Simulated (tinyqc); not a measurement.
Inside a calculation: mean-field antiferromagnet of the Hubbard model on the simple cubic lattice. Values are carried at full precision from step to step, so a last printed digit may differ when a step is redone from the rounded ones.

e(k) = -2 t (cx + cy + cz) - 4 t2 (cx cy + cy cz + cz cx), ci = cos ki; one electron a site; Q = (pi, pi, pi). <n_up - n_dn> = m cos(Q.R) gives Delta = U m/2 and bands E = e+ -/+ sqrt(e-^2 + Delta^2), e+- = (e(k) +- e(k + Q))/2 (the constant U/2 is dropped). Means run over the mesh k_i = 2 pi (j + 1/2)/N of the whole zone: mu from mean(f(E-) + f(E+)) = 1; m(out) = mean of Delta (f(E-) - f(E+))/sqrt(e-^2 + Delta^2); free energy per site F = -kT mean[ln(1 + exp(-(E- - mu)/kT)) + ln(1 + exp(-(E+ - mu)/kT))] + mu + U m^2/4.

Constants: kB = 8.617333262e-05 eV/K.

Inputs chosen for the exercise: t = 1.06 eV (nearest hopping); t2 = 0 eV (second hopping); N = 4 (mesh); U = 8.66 eV (on-site repulsion); m0 = 0.59 (starting staggered moment); T = 300 K.

## Folded levels on the mesh

Collect the points with equal |e-| and e+.

Classes of points:
```
|e-| (eV),e+ (eV),points
1.49907,0.00000,48
4.49720,0.00000,16
```

## One mean-field step

From m = m0 form Delta, the two bands of each class and m(out).

Delta = 2.5547 eV

E-, E+ and Delta/sqrt(e-^2 + Delta^2) of each class:
```
|e-| (eV),E- (eV),E+ (eV),Delta/sqrt(e-^2 + Delta^2)
1.4991,-2.9620,2.9620,0.8625
4.4972,-5.1722,5.1722,0.4939
```

m(out) = 0.7703

m(out) is above m0, so the next step starts from a larger moment.

## Self-consistency

Repeat with m = m(out) until |m(out) - m| < 1e-8; F(0) is the free energy at m = 0.

Iterations:
```
step,m,Delta (eV),m(out),F (eV)
1,0.590000,2.55470,0.770343,-2.760936
2,0.770343,3.33558,0.833022,-2.857742
3,0.833022,3.60699,0.848987,-2.868467
4,0.848987,3.67611,0.852699,-2.869148
5,0.852699,3.69219,0.853543,-2.869185
6,0.853543,3.69584,0.853734,-2.869186
7,0.853734,3.69667,0.853777,-2.869187
8,0.853777,3.69685,0.853787,-2.869187
9,0.853787,3.69690,0.853789,-2.869187
10,0.853789,3.69691,0.853790,-2.869187
11,0.853790,3.69691,0.853790,-2.869187
12,0.853790,3.69691,0.853790,-2.869187
13,0.853790,3.69691,0.853790,-2.869187
```

m = 0.8538
Delta = 3.6969 eV
lowest E+ minus highest E- on the mesh = 7.9786 eV
F - F(0) = -620.59 meV

Converged in 13 steps. The ordered state lies 620.59 meV a site below the paramagnet and is an insulator on this mesh. A mesh of N = 16 gives m = 0.857 and F - F(0) = -736.2 meV.

## Checks

- Energy gain at U = 400 t against the exchange limit -z t^2/U a site (z neighbours), counted from -U/4 (eV): both -0.0159.

(tinyqc, `OMP_NUM_THREADS=1 python tinyqc.py 1650359 1650360 out.jsonl`, Intel(R) Xeon(R) Processor @ 2.30GHz, 1 thread, shared host, about 0.09 s.)
